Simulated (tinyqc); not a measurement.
Inside a calculation. Model: kinetic Monte Carlo and master equation for a particle on a ring of sites with traps and bias. Computed by tinyqc, a small Python program that keeps every step. Command: `OMP_NUM_THREADS=1 python tinyqc.py 3001368 3001369 out.jsonl kmc walk`. One thread of a shared host (Intel(R) Xeon(R) Processor @ 2.30GHz), about 0.09 s of CPU time with the checks. Intermediate numbers are printed to about 6 digits and carried at full precision; extremes and crossings named in words are read from the listed rows.

6 sites on a ring, numbered 1 to 6. The saddle between i and i+1 lies at E0 + s b_i and site i at s eps_i; a force F tilts the landscape, with the saddle half-way.

Inputs (values chosen for the exercise, for a model defect):
```
quantity                        value         unit
reference barrier E0             0.52           eV
scale factor s of the disorder      1            -
attempt frequency nu              2.9          THz
temperature T                     320            K
site spacing a                    3.7     angstrom
force F along the ring          0.018  eV/angstrom
seed of the random numbers      34712            -
```

Disorder: both.

site energies eps_i (eV): -0.04  -0.047  -0.066  0  -0.071  0

saddle shifts b_i between sites i and i+1 (eV): 0.034  -0.0057  -0.026  0.02  0.024  0.035

Constants: k_B = 8.617333262e-05 eV/K.

## Rate table

Rates: k(i to i+1) = nu exp(-(E0 + s b_i - s eps_i - F a/2)/(k_B T)), k(i to i-1) = nu exp(-(E0 + s b_(i-1) - s eps_i + F a/2)/(k_B T)). Share right = k right/(k right + k left); mean stay = 1/(k right + k left).

Rates, shares of right hops and mean stays:
```
site  k right (1/s)  k left (1/s)  share right  mean stay (s)
1            4283.1         369.1     0.920668    2.14952e-04
2           14020.5         296.9     0.979263    6.98450e-05
3           14697.3         629.0     0.958962    6.52474e-05
4           30354.6       14381.0     0.678534    2.23536e-05
5            2000.0         206.6     0.906373    4.53191e-04
6           17619.1        2346.0     0.882496    5.00874e-05
```

The particle stays longest on site 5, 20.3 times as long as on the quickest site.

## Twelve steps of the residence-time algorithm

Random numbers:
```
step      r1      r2
1     0.5832  0.4998
2     0.1133  0.6961
3     0.3678  0.1433
4     0.7817  0.2506
5     0.7957  0.0523
6     0.2425  0.1889
7     0.5999  0.3282
8     0.3663  0.9746
9     0.9734  0.0172
10    0.1378  0.7645
11    0.5945  0.4864
12    0.3158  0.6274
```

Start on site 1 at t = 0. Hop right if r1 is below the share right, else left; advance the clock by -ln(r2) times the mean stay.

Trajectory:
```
step  site    hop     wait (s)   clock (s)  net hops
1        1  right  1.49079e-04  0.00014908         1
2        2  right  2.53022e-05  0.00017438         2
3        3  right  1.26764e-04  0.00030115         3
4        4   left  3.09351e-05  0.00033208         2
5        3  right  1.92529e-04  0.00052461         3
6        4  right  3.72531e-05  0.00056186         4
7        5  right  5.04914e-04  0.00106678         5
8        6  right  1.28866e-06  0.00106807         6
9        1   left  8.73316e-04  0.00194138         5
10       6  right  1.34501e-05  0.00195483         6
11       1  right  1.54921e-04  0.00210975         7
12       2  right  3.25597e-05  0.00214231         8
```

## Steady state

Master equation dP/dt = W P, W_(i+1,i) = k right, W_(i-1,i) = k left, columns summing to zero. The steady state is its null vector; drift v = a sum P_i (k right - k left). D = a^2 lambda''(0)/2, where lambda(q) is the leading eigenvalue of W with right hops weighted by exp(q) and left hops by exp(-q). The slowest relaxation rate is minus the real part of the next eigenvalue of W. 1 angstrom = 1e-8 cm.

occupations P_i: 0.219056  0.069727  0.095504  0.033802  0.525245  0.056665

drift velocity v = 2.03695e-04 cm/s

diffusivity D = 8.27021e-12 cm^2/s

slowest relaxation rate = 6123.54 1/s

The Boltzmann occupations exp(-s eps_i/(k_B T))/Z differ from these by at most 0.21: the current piles particles up in front of high saddles.

## Closed form at zero force

At zero force D0 = a^2 nu exp(-E0/(k_B T)) / [<exp(-s eps/(k_B T))> <exp(s b/(k_B T))>], with means over the ring; Einstein relation v = D0 F/(k_B T); 1 angstrom = 1e-8 cm.

zero-force diffusivity D0 = 2.03765e-12 cm^2/s

D0 over the value without disorder = 0.0794270

Einstein drift = 1.33009e-04 cm/s

F a/(k_B T) = 2.415; the true drift is 1.5314 times the Einstein value.

## Sampled drift against the exact one

400 independent walkers start on sites drawn with weights P_i (k right + k left), the steady shares of hops (random numbers not printed); the estimate is total displacement over total time, with its standard error from the spread between walkers.

Drift from sampling:
```
hops per walker  estimate (cm/s)  standard error (cm/s)  deviation in standard errors
10                   2.05224e-04            5.67430e-06                       0.26940
30                   1.99820e-04            3.08281e-06                      -1.25701
100                  2.01827e-04            1.74755e-06                      -1.06898
300                  2.02612e-04            9.85412e-07                      -1.09928
1000                 2.02797e-04            5.40064e-07                      -1.66307
3000                 2.03541e-04            3.12978e-07                      -0.49170
```

The exact drift is 2.037e-4 cm/s. The standard error falls by a factor 3.24 from 100 to 1000 hops (sqrt10 = 3.16), and in the last row it is 0.15 % of the drift.

Checks made by the program: closed form against the master equation at zero force (relative difference 3e-06).
